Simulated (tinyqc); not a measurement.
# AlGaN/GaN HEMT with access regions, lumped model: several studies

A polarisation-induced electron sheet under a Schottky gate, in series with two ungated access regions and contacts. Drift law v = mu E/(1 + mu E/vs) under the gate. Currents in mA/mm, resistances in ohm mm. No self-heating, no channel-length modulation; fits for polarisation, barrier and offset are chosen for the exercise.

Values chosen for this exercise; values close to those of AlGaN/GaN structures:
- x = 0.3 (aluminium share of the barrier)
- d = 12 nm (barrier thickness)
- eps_r = 9.5 (relative permittivity of barrier and channel)
- mu = 2000 cm^2/(V s) (channel mobility)
- vs = 1.2e7 cm/s (saturation velocity)
- Lg = 1.5 um (gate length)
- Ls = 0.5 um (source access length)
- Ld = 4 um (drain access length)
- Rc = 0.35 ohm mm (resistance of each contact)
- ft = 0 (share of the drain-access electrons removed by traps)
- Vg = -1 V (gate voltage)
- Ec = 3.2 MV/cm (critical field)
- te = 0.5 um (depth over which the depleted charge spreads)
- ei = 7 (relative permittivity of that insulator)

Constants: q = 1.602176634e-19 C, eps0 = 8.8541878128e-14 F/cm where lengths are in cm. Results are converted to the units shown.

Each table varies one quantity; the others keep the values above.

## Effect of the share of the drain-access electrons removed by traps

sigma = (5e13 x + 1.6e13 x^2) cm^-2, phiB = 0.84 + 1.3 x, dEc = 0.7 (1.71 x + x^2) in volts, Cb = eps0 eps_r/d, VT = phiB - dEc - q sigma/Cb, access density n0 = -Cb VT/q. Access resistance R(L, n) = L/(q mu n sqrt(1 - (I/(q n vs))^2)); Rs = Rc + R(Ls, n0), Rd = Rc + R(Ld, (1 - ft) n0). Vg' = Vg - I Rs, Vd' = Vd - I (Rs + Rd); with u = Vg' - VT, Vc = vs Lg/mu and w the smaller of Vd' and Vc [sqrt(1 + 2 u/Vc) - 1] (0 if negative), the channel gives (mu Cb/Lg)(u w - w^2/2)/(1 + w/Vc). I equals that channel current. Isat is I at Vd = 10 V, gm = dIsat/dVg, Ron the limit of Vd/I at small Vd.

The same in every row: VT (V) = -2.950; n0 (cm^-2) = 1.291e13; Isat (mA/mm) = 531.4; gm (mS/mm) = 374.3.

Result of one run:

| ft | Ron (ohm mm) |
|---|---|
| 0.5 | 3.304 |

What becomes of these results when the share of the drain-access electrons removed by traps ft is changed from 0.5 to 0.4, all else the same?

Result of the changed run:

| ft | Ron (ohm mm) |
|---|---|
| 0.4 | 2.982 |

The whole series:

| ft | Ron (ohm mm) |
|---|---|
| 0 | 2.337 |
| 0.1 | 2.444 |
| 0.2 | 2.579 |
| 0.3 | 2.751 |
| 0.4 | 2.982 |
| 0.5 | 3.304 |
| 0.6 | 3.788 |
| 0.7 | 4.594 |

As ft goes from 0 to 0.7, Ron rises from 2.34 to 4.59 ohm mm, Isat stays at 531 mA/mm and gm stays at 374 mS/mm. The ceiling Cb vs is 841 mS/mm. In every row the power passes 5 W/mm, where self-heating, left out here, lowers the current.

## Effect of the gate voltage

Same model as above.

The same in every row: VT (V) = -2.950; n0 (cm^-2) = 1.291e13.

Effect of the gate voltage:

| Vg (V) | Ron (ohm mm) | Isat (mA/mm) | gm (mS/mm) |
|---|---|---|---|
| -2.5 | 4.167 | 58.26 | 213.2 |
| -1.9 | 2.807 | 219.5 | 310.3 |
| -1.4 | 2.479 | 385.9 | 351.9 |
| -0.8 | 2.286 | 607.1 | 383.1 |
| -0.2 | 2.177 | 843.4 | 403.1 |
| 0.4 | 2.108 | 1089 | 415.6 |
| 0.9 | 2.066 | 1299 | 420.9 |
| 1.5 | 2.029 | 1551 | 420.1 |

As Vg goes from -2.5 to 1.5 V, Ron falls from 4.17 to 2.03 ohm mm, Isat rises from 58.3 to 1550 mA/mm and gm goes from 213 through a maximum of 421 (at Vg = 0.9 V among the rows listed) to 420 mS/mm. The ceiling Cb vs is 841 mS/mm. For Vg = -0.8 to 1.5 V the power passes 5 W/mm, where self-heating, left out here, lowers the current. At Vg = 1.5 V Vg comes within 0.2 V of phiB or passes it, so at low drain current, as for Ron, the Schottky gate would conduct.

## Field plate: effect of the insulator under the field plate

Off state: a depleted stretch that holds the voltage V has the peak field sqrt(k V), k = 2 q n0/(eps0 eps_r te), so one edge holds V1 = Ec^2/k. The sheet under the plate pinches off at Vf = q n0 (1/Cb + tf/(eps0 ei)); beyond it the gate edge is screened. BV = V1 if Vf >= V1, else Vf + V1, and at most Ec Ld.

The same in every row: V1 (V) = 104.14; Ec Ld (V) = 1280.0.

Result of one run:

| tf (nm) | Vf (V) | BV (V) |
|---|---|---|
| 67 | 25.301 | 129.44 |

What becomes of these results when the insulator under the field plate tf is changed from 67 to 100 nm, all else the same?

Result of the changed run:

| tf (nm) | Vf (V) | BV (V) |
|---|---|---|
| 100 | 36.311 | 140.45 |

The whole series:

| tf (nm) | Vf (V) | BV (V) |
|---|---|---|
| 30 | 12.958 | 117.10 |
| 45 | 17.962 | 122.11 |
| 67 | 25.301 | 129.44 |
| 100 | 36.311 | 140.45 |
| 150 | 52.991 | 157.13 |
| 220 | 76.343 | 180.49 |
| 330 | 113.04 | 104.14 |
| 490 | 166.42 | 104.14 |

BV goes from 117 through a maximum of 180 (at tf = 220 nm among the rows listed) to 104 V. The plate helps (Vf < V1) in 6 of the 8 rows, and the access length caps BV in 0. The best thickness makes Vf just under V1, tf = 303 nm, where both edges reach Ec together and BV nears 2 V1.

Program tinyqc, `OMP_NUM_THREADS=1 python tinyqc.py 2570033 2570034 out.jsonl`; Intel Xeon 2.30GHz, shared host, one thread, about 0.02 s.
